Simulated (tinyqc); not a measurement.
Inside a calculation: virtual-crystal alloy in the empirical-pseudopotential method. Values are carried at full precision from step to step, so a last printed digit may differ when a step is redone from the rounded ones.

Virtual crystal A(1-x)B(x): a = (1 - x) a_A + x a_B. Rule linear: V = (1 - x) V_A + x V_B. Rule volume: V = [(1 - x) a_A^3 V_A + x a_B^3 V_B]/a^3, since a form factor is an atomic potential divided by the cell volume.

Constants: hbar^2/2m0 = 3.80998211 eV angstrom^2; Ry = 13.60569312 eV.

Values chosen for the exercise (classic local form factors of the size used for GaAs (A) and GaP (B), which place X and L only to a few tenths of an eV; not measured data): a = (5.64, 5.431) angstrom (lattice constants of A, B); VSA = (-0.225, 0.009, 0.061) Ry (symmetric form factors of A); VAA = (0.072, 0.05, 0.01) Ry (antisymmetric form factors of A); VSB = (-0.218, 0.031, 0.069) Ry (symmetric form factors of B); VAB = (0.12, 0.07, 0.019) Ry (antisymmetric form factors of B); rule = linear (mixing rule); x = 0.86 (fraction of B).

## The virtual crystal

Form a, the two weights and the form factors.

a = 5.4603 angstrom

weights of A and B: [0.14000, 0.86000]

VS at 3, 8, 11 (Ry): [-0.21898, 0.02792, 0.06788]

VA at 3, 4, 11 (Ry): [0.11328, 0.06720, 0.01774]

## The six lowest plane waves at X

Empirical pseudopotential on the fcc lattice, atoms at +/- tau, tau = a (1,1,1)/8, no spin-orbit coupling. H(G,G') = c (2 pi/a)^2 |k + G|^2 delta + VS(q) cos(q.tau) + i VA(q) sin(q.tau), q = G - G', c = hbar^2/2m0; k and G in units of 2 pi/a; VS at |q|^2 = 3, 8, 11 and VA at 3, 4, 11, in rydberg, zero elsewhere. At each k the basis holds all G with |k + G|^2 up to 16; energies are counted from the fourth level at Gamma.

k = (1,0,0) with the small basis G = (0,0,0), (-2,0,0), (-1,1,1), (-1,-1,-1), (-1,1,-1), (-1,-1,1) in place of the full one.

H in this small basis (eV), rows 000, -200, -1+1+1, -1-1-1, -1+1-1, -1-1+1 and columns alike:
```
[[5.045, 0.914i, -2.107-1.090i, 2.107+1.090i, -2.107+1.090i, -2.107+1.090i],
 [-0.914i, 5.045, 2.107-1.090i, -2.107+1.090i, -2.107-1.090i, -2.107-1.090i],
 [-2.107+1.090i, 2.107+1.090i, 10.090, -0.380, 0.914i, 0.914i],
 [2.107-1.090i, -2.107-1.090i, -0.380, 10.090, -0.914i, -0.914i],
 [-2.107-1.090i, -2.107+1.090i, -0.914i, 0.914i, 10.090, 0.380],
 [-2.107-1.090i, -2.107+1.090i, -0.914i, 0.914i, 0.380, 10.090]]
```

## Levels in the small basis

Diagonalise; the gap between the fourth and fifth level is a first estimate of the direct gap at X.

levels (absolute scale of H) (eV): [-0.393, 5.363, 9.710, 9.710, 12.895, 13.165]

gap = 3.185 eV

The full basis gives 4.389 eV for this gap.

## The lowest conduction band along Gamma-X and at L

Full basis at each k.

Levels (eV):
```
k           band 3  band 4  band 5  band 6
L           -0.931  -0.931   2.405   5.276
(0.00,0,0)   0.000   0.000   2.499   5.005
(0.20,0,0)  -0.368  -0.368   3.603   4.515
(0.40,0,0)  -1.101  -1.101   3.400   4.844
(0.60,0,0)  -1.795  -1.795   2.599   3.728
(0.70,0,0)  -2.051  -2.051   2.316   3.159
(0.80,0,0)  -2.237  -2.237   2.131   2.724
(0.85,0,0)  -2.300  -2.300   2.070   2.565
(0.90,0,0)  -2.348  -2.348   2.031   2.444
(1.00,0,0)  -2.386  -2.386   2.003   2.342
```

On these points band 5 is lowest at (1.00,0,0), 2.003 eV above the valence top: in this model the gap is indirect, by a margin of 496 meV.

## Checks

- Fifth band at (0.85,0,0) against the equivalent point (0,0,-0.85), on the absolute scale of H (eV): both 11.3749.

Computed by tinyqc, a small Python program: `OMP_NUM_THREADS=1 python tinyqc.py 1080198 1080199 out.jsonl` (the numbers bound the seed that draws the inputs); one thread of a shared host (Intel(R) Xeon(R) Processor @ 2.30GHz), about 0.2 s for the whole set of steps.
